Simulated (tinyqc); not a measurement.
Implant damage, amorphisation by cascade overlap, and solid-phase epitaxial regrowth: one step, computed by the program tinyqc. Command: `OMP_NUM_THREADS=1 python tinyqc.py 3110991 3110992 out.jsonl sper walk`. One thread of a shared host (Intel(R) Xeon(R) Processor @ 2.30GHz), about 0.01 s of CPU time with the checks.

Range and width of the damage are inputs. Dynamic annealing enters only through the surviving share f.

Question. Damage energy and displacements per ion. Robinson partition: eps = E a M2/(Z1 Z2 (e^2/(4 pi eps_0)) (M1 + M2)), a = 0.8853 a_0/sqrt(Z1^(2/3) + Z2^(2/3)); k = 0.0793 Z1^(2/3) Z2^(1/2) (M1 + M2)^(3/2)/((Z1^(2/3) + Z2^(2/3))^(3/4) M1^(3/2) M2^(1/2)); damage energy T_d = E/(1 + k (eps + 0.40244 eps^(3/4) + 3.4008 eps^(1/6))); displacements nu = 0.8 T_d/(2 E_d).

Inputs (values chosen for the exercise, modelled on indium ions in silicon):
```
quantity                 value  unit
ion Z1                      49     -
ion mass M1              114.8     u
target Z2                   14     -
target mass M2           28.09     u
ion energy E                58   keV
displacement energy E_d     13    eV
```

Constants: a_0 = 0.529177210903 angstrom; e^2/(4 pi eps_0) = 14.39964548 eV angstrom.

Give: reduced energy eps; k; damage energy T_d; T_d/E; displacements per ion nu.

Answer.

reduced energy eps = 0.1234

k = 0.1135

damage energy T_d = 44.76 keV

T_d/E = 0.7717

displacements per ion nu = 1377

23 % of the energy goes to electrons.
